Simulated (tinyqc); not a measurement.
Metal gate on a two-layer dielectric stack with fixed charge and a dipole: two steps of the calculation.

Gate, layer 2, layer 1, p-type semiconductor; x runs from the gate inwards. Charges are counted in units of +q. psi is the band bending at the surface, positive towards inversion. Classical charge, Boltzmann statistics, no interface traps.

Inputs (values chosen for the exercise); band and dielectric values close to those of silicon, layer 1 close to silicon dioxide, layer 2 close to hafnium oxide: temperature T = 300 K; band gap Eg = 1.13 eV; relative permittivity eps_r = 11.7; conduction-band density of states at T Nc = 2.75e19 cm^-3; valence-band density of states at T Nv = 2.62e19 cm^-3; electron affinity chi = 4.01 eV; acceptor density Na = 1.1e16 cm^-3; work function of the gate metal pM = 4.18 eV; thickness of layer 1, next to the semiconductor t1 = 1 nm; relative permittivity of layer 1 e1 = 3.76; thickness of layer 2, next to the gate t2 = 5.9 nm; relative permittivity of layer 2 e2 = 22.5; fixed charge at the semiconductor interface Q1 = 1.8e12 cm^-2; fixed charge between the layers Q2 = 3.7e12 cm^-2; uniform charge density in layer 1 r1 = 7.8e18 cm^-3; uniform charge density in layer 2 r2 = 2.2e18 cm^-3; flat-band shift by a dipole layer between the layers Vd = 0 V; band bending psi of the working point ps = 0.825 V.

Constants: q = 1.602176634e-19 C, kB = 1.380649e-23 J/K, Vt = kB T/q, eps0 = 8.8541878128e-14 F/cm where lengths are in cm. Results are converted to the units shown.

Problem 1. Threshold voltage. ni = sqrt(Nc Nv) exp(-Eg/(2 Vt)), Eg in volts, pB = Vt ln(Na/ni), Vth = Vfb + 2 pB + sqrt(4 q eps0 eps_r Na pB)/Cox.

Vfb = -1.1931564 V
Cox = 1.6763591 uF/cm^2

Find: ni; pB; depletion charge; Vth.

Solution 1.

ni = 8.6544e9 cm^-3
pB = 0.36336 V
depletion charge = 0.051513 uC/cm^2
Vth = -0.43571 V

Problem 2. Fields and voltage drops. EOT = 3.9 (t1/e1 + t2/e2), Cox = eps0/(t1/e1 + t2/e2); phi_ms = pM - (chi + Eg - Vt ln(Nv/Na)).

Gauss: D = -Qs just inside the semiconductor; going towards the gate subtract q Q1, then q r1 t1, q Q2 and q r2 t2. Field = D/(eps0 e); the drop over a layer is its mean field times its thickness; Vg = phi_ms + Vd + psi + both drops.

Qs = -0.084528696 uC/cm^2

Give: D; field; drop over layer 2; drop over layer 1; Vg.

Solution 2.

```
place                        D (uC/cm^2)  field (MV/cm)
layer 2, gate side                -1.130        -0.5670
layer 2, inner side               -0.922        -0.4626
layer 1, outer side               -0.329        -0.9877
layer 1, semiconductor side       -0.204        -0.6124
semiconductor surface              0.085         0.0816
```

drop over layer 2 = -0.3037 V
drop over layer 1 = -0.08000 V
Vg = -0.3177 V

The same Vg follows from Vfb + psi - Qs/Cox. The largest field, 0.988 MV/cm in size, is at: layer 1, outer side.

tinyqc, about 0.01 s, one thread, Intel Xeon 2.30GHz (shared host): `OMP_NUM_THREADS=1 python tinyqc.py 2010041 2010042 out.jsonl`
